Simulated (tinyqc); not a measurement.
From results back to parameters: buckled dimers of a reconstructed (001) surface, two dangling bonds a dimer. Five cases, with inputs chosen for the exercise.

Problem. With tp the pi coupling of the two dangling bonds, gm their shift per height and kf the force constant (elastic energy kf z^2), an isolated buckled dimer has gap 2 gm^2/kf, buckling z with (gm z)^2 + tp^2 = (gm^2/kf)^2, and charge gm z/(gm^2/kf) moved to the up atom. The values come from hidden parameters.

Case 1.

gap = 1.293063 eV
z = 0.251047 angstrom
charge moved = 0.877552 e

Case 2.

gap = 1.458000 eV
z = 0.332341 angstrom
charge moved = 0.861625 e

Case 3.

gap = 1.133333 eV
z = 0.270979 angstrom
charge moved = 0.812936 e

Case 4.

gap = 0.896485 eV
z = 0.203506 angstrom
charge moved = 0.780895 e

Case 5.

gap = 1.133444 eV
z = 0.254156 angstrom
charge moved = 0.905902 e

Find: tp; gm; kf.

Solution. With x half the gap and c the charge: tp = x sqrt(1 - c^2), gm = x c/z, kf = gm^2/x.

Case 1.

tp = 0.31 eV
gm = 2.26 eV/angstrom
kf = 7.9 eV/angstrom^2

Case 2.

tp = 0.37 eV
gm = 1.89 eV/angstrom
kf = 4.9 eV/angstrom^2

Case 3.

tp = 0.33 eV
gm = 1.70 eV/angstrom
kf = 5.1 eV/angstrom^2

Case 4.

tp = 0.28 eV
gm = 1.72 eV/angstrom
kf = 6.6 eV/angstrom^2

Case 5.

tp = 0.24 eV
gm = 2.02 eV/angstrom
kf = 7.2 eV/angstrom^2

Computed by tinyqc, one run a case: `OMP_NUM_THREADS=1 python tinyqc.py N N+1 out.jsonl` with N = 1481549, 1481569, 1481746, 1481752, 1482046; one thread of a shared Intel(R) Xeon(R) Processor @ 2.30GHz, about 0.05 s a run at most.
